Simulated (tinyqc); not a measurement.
A particle near a wafer in liquid: double-layer and van der Waals forces (DLVO), deposition barrier and removal: one step, computed by the program tinyqc. Command: `OMP_NUM_THREADS=1 python tinyqc.py 3112955 3112956 out.jsonl dlvo walk`. One thread of a shared host (Intel(R) Xeon(R) Processor @ 2.30GHz), about 0.01 s of CPU time with the checks.

Sphere and flat wall, Derjaguin approximation, constant potentials in the linear-superposition form, no retardation and no hydration force.

Problem. Removing an attached particle. Adhesion F_a = A R/(6 h0^2) [1 + a^2/(R h0)] - kappa Z R exp(-kappa h0), a the contact radius. Drag in a shear flow F_d = 1.7 x 6 pi mu R^2 G, acting at 1.4 R; rolling starts when 1.4 R F_d = a F_a. Wall shear stress = mu G.

Inputs (values chosen for the exercise, of the order of those for silica on silicon in water):

| quantity | value | unit |
|---|---|---|
| particle radius R | 17 | nm |
| Hamaker constant A | 1e-20 | J |
| temperature T | 343 | K |
| contact distance h0 | 0.4 | nm |
| contact radius over R | 0.033 | - |
| viscosity | 0.68 | mPa s |

kappa = 0.6455343 1/nm

Z = 4.382852 pN

Give: van der Waals adhesion; net adhesion F_a; wall shear stress for rolling; shear rate G.

Solution.

van der Waals adhesion = 185.28 pN

net adhesion F_a = 148.13 pN

wall shear stress for rolling = 377.03 Pa

shear rate G = 5.5445e+05 1/s
